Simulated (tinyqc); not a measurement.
# Abrupt p-n junction, non-linear Poisson equation by Newton steps, step by step

Program tinyqc, `OMP_NUM_THREADS=1 python tinyqc.py 2000093 2000094 out.jsonl`; Intel Xeon 2.30GHz, shared host, one thread, about 0.05 s. Printed values are rounded; ~0 in a residual or rate marks an entry under 1e-11 of the largest of its column.

One dimension, p side on the left, n side on the right; net doping C = -Na for x < 0 and +Nd for x > 0. The potential psi is counted from the intrinsic level, and the quasi-Fermi potentials are flat: 0 for holes and -V for electrons, so n = ni exp((psi + V)/Vt) and p = ni exp(-psi/Vt) (Boltzmann statistics, full ionisation, no current). Under reverse bias this makes the minority densities vanishingly small everywhere; they play no part in the charge.

Parameters, values chosen for the exercise; band and dielectric values those of a made-up semiconductor:
```
symbol,value,unit,meaning
T,325,K,temperature
Eg,3.17,eV,band gap
eps_r,11.4,,relative permittivity
Nc,2.03e18,cm^-3,conduction-band density of states at T
Nv,6.21e19,cm^-3,valence-band density of states at T
Na,2.2e15,cm^-3,acceptor density of the p side
Nd,4.9e17,cm^-3,donor density of the n side
V,-6.4,V,bias of the p side against the n side
```

Constants: q = 1.602176634e-19 C, kB = 1.380649e-23 J/K, Vt = kB T/q, eps0 = 8.8541878128e-14 F/cm where lengths are in cm. Results are converted to the units shown.

Range of the model: The donor density exceeds a fifth of the band density of states, where Boltzmann statistics begin to fail.

## Intrinsic density, end potentials and Debye lengths

ni = sqrt(Nc Nv) exp(-Eg/(2 Vt)), Eg in volts; psi_p = -Vt ln(Na/ni), psi_n = Vt ln(Nd/ni) - V; Debye length sqrt(eps0 eps_r Vt/(q N)).

ni = 2.96267e-6 cm^-3
psi_p = -1.34589 V
psi_n = 7.89729 V
Debye length, p side = 89.5547 nm
Debye length, n side = 6.00070 nm

## Net doping on the mesh

```
node,x (nm)
0,-4070
1,-1210
2,-355
3,-101
4,-25.9
5,-3.35
6,3.35
7,11.2
8,20.2
9,30.8
10,43.1
11,57.5
```

C = -Na for x < 0 and +Nd for x > 0, taken at the nodes.

```
node,net doping C (cm^-3)
0,-2.2e15
1,-2.2e15
2,-2.2e15
3,-2.2e15
4,-2.2e15
5,-2.2e15
6,4.9e17
7,4.9e17
8,4.9e17
9,4.9e17
10,4.9e17
11,4.9e17
```

## Couplings between neighbouring nodes

a_i = eps0 eps_r/h_i for the interval from node i to i + 1, with h_i = x_(i+1) - x_i in cm.

```
interval,coupling a_i (F/cm^2)
0,3.52929e-9
1,1.18056e-8
2,3.97393e-8
3,1.34404e-7
4,4.47617e-7
5,1.50653e-6
6,1.28583e-6
7,1.12153e-6
8,9.52243e-7
9,8.20632e-7
10,7.00957e-7
```

## Starting potential

The parabolas of an abrupt Na-Nd junction in the depletion approximation: psi_p + q Na (x + xp)^2/(2 eps0 eps_r) for -xp < x < 0, psi_n - q Nd (xn - x)^2/(2 eps0 eps_r) for 0 < x < xn, flat outside, with W = sqrt(2 eps0 eps_r (psi_n - psi_p)(1/Na + 1/Nd)/q), xp = W Nd/(Na + Nd), xn = W Na/(Na + Nd), psi_p = -Vt ln(Na/ni), psi_n = Vt ln(Nd/ni) - V.

```
node,psi at the start (V)
0,-1.34589
1,0.71218
2,5.23011
3,7.06411
4,7.64952
5,7.82914
6,7.87847
7,7.89729
8,7.89729
9,7.89729
10,7.89729
11,7.89729
```

## Iteration 1: densities, residual and Jacobian diagonal

n_i = ni exp((psi_i + V)/Vt), p_i = ni exp(-psi_i/Vt), rho_i = p_i - n_i + C_i, g_i = (n_i + p_i)/Vt. Box widths w_i = (h_(i-1) + h_i)/2 in cm. Residual F_i = a_i (psi_(i+1) - psi_i) - a_(i-1) (psi_i - psi_(i-1)) + q rho_i w_i; Jacobian: a_(i-1) and a_i beside the diagonal, b_i = -a_(i-1) - a_i - q g_i w_i on it. The two end nodes are fixed.

```
node,n (cm^-3),p (cm^-3)
0,2.27029e-126,2.2e15
1,1.86495e-94,2.67816e-17
2,2.13886e-24,2.33518e-87
3,58883.5,8.48223e-116
4,7.04622e13,7.08839e-125
5,4.29915e16,1.16177e-127
6,2.50212e17,1.99617e-128
7,4.9e17,1.01931e-128
8,4.9e17,1.01931e-128
9,4.9e17,1.01931e-128
10,4.9e17,1.01931e-128
11,4.9e17,1.01931e-128
```

```
node,residual F (C/cm^2),diagonal b (F/cm^2)
1,-1.93997e-8,-1.53349e-8
2,~0,-5.15449e-8
3,~0,-1.74144e-7
4,-5.51199e-11,-5.83990e-7
5,-1.66782e-8,-2.31384e-6
6,-2.21612e-8,-3.83371e-6
7,-2.42032e-8,-4.76904e-6
8,~0,-4.82088e-6
9,~0,-4.98251e-6
10,~0,-5.26383e-6
```

## Iteration 1: Newton step

Solve the tridiagonal system a_(i-1) d_(i-1) + b_i d_i + a_i d_(i+1) = -F_i for nodes 1 to 10, with d = 0 on fixed nodes. Each component d is damped to sign(d) Vt ln(1 + |d|/Vt) before it is added.

```
node,"Newton step d, before damping (V)"
1,-1.65573
2,-0.50744
3,-0.16631
4,-0.06545
5,-0.03533
6,-0.02375
7,-0.01217
8,-0.00295
9,-0.00058
10,-0.00009
```

```
node,psi after iteration 1 (V)
0,-1.34589
1,0.59746
2,5.14747
3,7.00986
4,7.61577
5,7.80629
6,7.86127
7,7.88719
8,7.89449
9,7.89672
10,7.89720
11,7.89729
```

## Iteration 2: densities, residual and Jacobian diagonal

As before.

```
node,n (cm^-3),p (cm^-3)
0,2.27029e-126,2.2e15
1,3.10206e-96,1.61010e-15
2,1.11872e-25,4.46459e-86
3,8486.61,5.88531e-115
4,2.11152e13,2.36542e-124
5,1.90099e16,2.62739e-127
6,1.35403e17,3.68872e-128
7,3.41569e17,1.46226e-128
8,4.43371e17,1.12651e-128
9,4.80096e17,1.04034e-128
10,4.88429e17,1.02259e-128
11,4.9e17,1.01931e-128
```

```
node,residual F (C/cm^2),diagonal b (F/cm^2)
1,-1.86161e-8,-1.53349e-8
2,7.49296e-10,-5.15449e-8
3,1.62725e-9,-1.74144e-7
4,2.10515e-9,-5.82612e-7
5,-7.41319e-9,-2.11320e-6
6,-8.18405e-9,-3.35589e-6
7,-5.09193e-9,-4.05364e-6
8,1.25022e-9,-4.55946e-6
9,9.01145e-11,-4.91764e-6
10,3.52373e-12,-5.25183e-6
```

## Iteration 2: Newton step

As before.

```
node,"Newton step d, before damping (V)"
1,-1.54907
2,-0.43528
3,-0.12326
4,-0.04311
5,-0.02380
6,-0.01566
7,-0.00661
8,-0.00141
9,-0.00026
10,-0.00004
```

```
node,psi after iteration 2 (V)
0,-1.34589
1,0.48457
2,5.06889
3,6.96262
4,7.58967
5,7.78906
6,7.84883
7,7.88125
8,7.89312
9,7.89646
10,7.89716
11,7.89729
```

## Course of the Newton iteration

Stop when the largest undamped |d| is below 1e-9 V, or after 80 iterations.

Course of the iteration:
```
iteration,largest |F| (C/cm^2),largest |d| (V),at node
1,2.42e-8,1.66,1
2,1.86e-8,1.55,1
3,1.78e-8,1.44,1
4,1.70e-8,1.33,1
5,1.61e-8,1.22,1
6,1.52e-8,1.11,1
7,1.42e-8,1.01,1
8,1.32e-8,0.908,1
9,1.21e-8,0.810,1
...,...,...,...
17,2.55e-9,0.166,1
18,1.72e-9,0.112,1
19,1.03e-9,0.0669,1
20,5.01e-10,0.0327,1
21,1.69e-10,0.0110,1
22,2.65e-11,1.73e-3,1
23,7.88e-13,5.14e-5,1
24,7.21e-16,4.70e-8,1
25,2.45e-21,< 1e-12,1
```

Converged in 25 iterations. Once the step is below 0.1 Vt, 3 more iteration(s) reach the threshold: near the solution the error is roughly squared each time.

## Converged densities, field and charge

```
node,converged psi (V)
0,-1.34589
1,-0.95434
2,4.70864
3,6.88281
4,7.56880
5,7.77863
6,7.84242
7,7.87900
8,7.89265
9,7.89637
10,7.89715
11,7.89729
```

n and p as above; field E_i = -(psi_(i+1) - psi_i)/h_i on each interval; charge on either side of the peak Q = eps0 eps_r |E|max (Gauss).

```
node,n (cm^-3),p (cm^-3)
0,2.27029e-126,2.2e15
1,2.67859e-120,1.86465e9
2,1.75312e-32,2.84899e-79
3,90.9119,5.49393e-113
4,3.94673e12,1.26551e-123
5,7.08082e15,7.05375e-127
6,6.90625e16,7.23205e-128
7,2.54963e17,1.95897e-128
8,4.15092e17,1.20326e-128
9,4.74142e17,1.05340e-128
10,4.87489e17,1.02456e-128
11,4.9e17,1.01931e-128
```

```
interval,field E (kV/cm)
0,-1.3691
1,-66.2337
2,-85.5971
3,-91.3432
4,-93.0513
5,-95.2057
6,-46.5978
7,-15.1664
8,-3.5142
9,-0.6321
10,-0.0999
```

peak |E| = 95.2057 kV/cm
charge Q = 96.0985 nC/cm^2

## Check against the exact first integral and the depletion approximation

ni = sqrt(Nc Nv) exp(-Eg/(2 Vt)), Eg in volts. Exact first integral for an abrupt junction with thick neutral sides: psi_p = -Vt ln(Na/ni), psi_n = Vt ln(Nd/ni) - V, psi_j = (Nd psi_n + Na psi_p - Vt (Nd - Na))/(Na + Nd) at the junction, n_j = ni exp((psi_j + V)/Vt), p_j = ni exp(-psi_j/Vt), and E_j^2 = (2 q/(eps0 eps_r)) [Nd (psi_n - psi_j - Vt) + Vt (n_j + p_j)] (minority densities of the neutral sides neglected). Depletion approximation: Vbi = Vt ln(Na Nd/ni^2), W = sqrt(2 eps0 eps_r (Vbi - V)(1/Na + 1/Nd)/q), xp = W Nd/(Na + Nd), xn = W Na/(Na + Nd), peak field 2 (Vbi - V)/W, capacitance eps0 eps_r/W.

psi_j = 7.82822 V
exact field at the junction = 82.2046 kV/cm
Vbi = 2.84318 V
W = 2306.00 nm
peak field in the depletion approximation = 80.1665 kV/cm

The depletion approximation gives a peak field 2.5 % below the exact one, since carriers spilling over from the heavily doped side add charge next to the junction. The 12-node mesh above gave 95.21 kV/cm on the interval that holds the junction, 16 % above the exact value.
